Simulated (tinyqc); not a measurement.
Narrowing against degeneracy: heavy doping: gap narrowing, degeneracy and the minority density.

F_j(eta) = (1/Gamma(j + 1)) integral_0^infinity x^j dx/(1 + exp(x - eta)), which tends to exp(eta) for eta << 0.

Empirical narrowing (Slotboom form, constants chosen for the exercise; published fits of this form give the apparent narrowing, here it is taken as the true one): dEg = E0 [ln(N/N0) + sqrt(ln(N/N0)^2 + C)].

Majority: N = Nv F_1/2(eta), eta the distance of EF beyond the majority band edge in kT. Degeneracy factor gam = F_1/2(eta)/exp(eta). ni0^2 = Nc Nv exp(-Eg/kT); product n p = ni0^2 gam exp(dEg/kT), dEg the true narrowing; apparent narrowing dEa = dEg + kT ln gam; minority density = n p/N.

Constants: kB = 8.617333262e-05 eV/K.

Parameters, chosen for this exercise (gap and densities of states near those of Ge at this temperature; narrowing constants of the size fitted for Si, not for this material; the results hold for these values, not for the real material): Eg = 0.662 eV (gap); Nc = 1.04e+19 1/cm^3 (conduction-band density of states); Nv = 5.03e+18 1/cm^3 (valence-band density of states); T = 300 K; E0 = 8.36 meV (narrowing scale); N0 = 1.1e+17 1/cm^3 (onset density); C = 0.5 (smoothing constant).

N takes the values listed; the last column is N over the factor gam exp(dEg/kT), the doping that a simple model would need to give the same minority density.

Results:

| N (1/cm^3) | eta | gam | dEg (meV) | dEa (meV) | minority (1/cm^3) | effective doping (1/cm^3) |
|---|---|---|---|---|---|---|
| 2.0e+16 | -5.53 | 0.999 | 1.2 | 1.1 | 2.07e+10 | 1.91e+16 |
| 5.0e+16 | -4.61 | 0.996 | 2.3 | 2.2 | 8.61e+09 | 4.60e+16 |
| 2.0e+17 | -3.21 | 0.986 | 12.7 | 12.4 | 3.19e+09 | 1.24e+17 |
| 5.0e+17 | -2.27 | 0.966 | 26.6 | 25.7 | 2.14e+09 | 1.85e+17 |
| 2.0e+18 | -0.78 | 0.870 | 49.2 | 45.6 | 1.15e+09 | 3.43e+17 |
| 5.0e+18 | 0.34 | 0.707 | 64.4 | 55.4 | 6.75e+08 | 5.87e+17 |
| 2.0e+19 | 2.72 | 0.263 | 87.4 | 52.9 | 1.53e+08 | 2.59e+18 |
| 4.0e+19 | 4.63 | 0.0774 | 98.9 | 32.8 | 3.52e+07 | 1.12e+19 |
| 1.0e+20 | 8.78 | 0.00306 | 114.2 | -35.4 | 1.01e+06 | 3.94e+20 |

What does the comparison show?

dEg grows steadily to 114.2 meV, while the apparent value peaks at 55.4 meV for N = 5e+18 and falls to -35.4 meV as the Fermi level enters the band. N grows by a factor 25 from the third to the sixth row and the effective doping by 4.7: net of degeneracy, narrowing takes away 81 % of the factor gained by heavier doping.

Computed by tinyqc, a small Python program: `OMP_NUM_THREADS=1 python tinyqc.py 1680059 1680060 out.jsonl` (the numbers bound the seed that draws the inputs); one thread of a shared host (Intel(R) Xeon(R) Processor @ 2.30GHz), about 0.01 s for the whole set of steps.
